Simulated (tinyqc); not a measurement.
## Composition from the perpendicular lattice constant

Inverse problem. The layer is x parts of the first compound and 1 - x of the second, grown coherently on the third as substrate and barrier. Rows of the table: lattice constant a, average valence level Ea on an absolute scale, spin-orbit splitting so, gaps at Gamma, X and L, hydrostatic deformation potentials av and ac (Gamma), shear potential b, elastic constants, electron and heavy-hole (along z) masses. All are interpolated linearly in x; gaps get -C x (1 - x), taken wholly in the conduction band; real line-ups can differ from this model by 0.1 eV or more. In-plane strain e = (a_substrate - a)/a, e_z = -2 (c12/c11) e, volume change 2 e + e_z. X-ray diffraction gives a_z = a (1 + e_z) of the coherent layer. Find x, e and the relaxed Gamma gap.

Parameters, values chosen for the exercise: bowing of the Gamma gap CG = 0.477 eV; bowing of the X gap CX = 1.4 eV; bowing of the L gap CL = 0.33 eV.

Binary compounds, values chosen for the exercise:

|  | close to InAs | close to GaAs | close to InP |
|---|---|---|---|
| a (angstrom) | 6.058 | 5.653 | 5.869 |
| Ea (eV) | -6.67 | -6.92 | -7.04 |
| so (eV) | 0.375 | 0.339 | 0.11 |
| EG (eV) | 0.356 | 1.41 | 1.36 |
| EX (eV) | 1.36 | 1.9 | 2.16 |
| EL (eV) | 1.06 | 1.69 | 1.95 |
| av (eV) | 0.99 | 1.16 | 1.28 |
| ac (eV) | -5.15 | -7.08 | -4.98 |
| b (eV) | -1.8 | -1.71 | -1.71 |
| c11 (GPa) | 82.8 | 119 | 102 |
| c12 (GPa) | 45.1 | 53.2 | 56 |
| me (m0) | 0.0228 | 0.067 | 0.0805 |
| mh (m0) | 0.33 | 0.351 | 0.529 |

lattice constant along the growth direction = 6.08907819 angstrom

Solution. a_z changes steadily with x, about (1 + 2 c12/c11) times as fast as the relaxed lattice constant, so one composition matches.

x = 0.800
e = -1.81 %
relaxed Gamma gap = 0.490 eV

Numbers from tinyqc (`OMP_NUM_THREADS=1 python tinyqc.py 2690020 2690021 out.jsonl`; about 0.01 s on one thread of a shared Intel Xeon 2.30GHz).
